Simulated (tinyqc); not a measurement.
Two channel transmissions from conductance and noise.

Question. A contact has two spin-degenerate channels: G = (2 q^2/h)(T1 + T2), Fano factor F = [T1 (1 - T1) + T2 (1 - T2)]/(T1 + T2), T1 > T2. Find T1 and T2.

G in units of 2 q^2/h = 0.84
Fano factor = 0.28833333

Answer. With g = T1 + T2, T1^2 + T2^2 = g (1 - F), so (T1 - T2)^2 = 2 g (1 - F) - g^2.

T1 = 0.770
T2 = 0.0700

Numbers from tinyqc (`OMP_NUM_THREADS=1 python tinyqc.py 2740115 2740116 out.jsonl`; about 0.08 s on one thread of a shared Intel Xeon 2.30GHz).
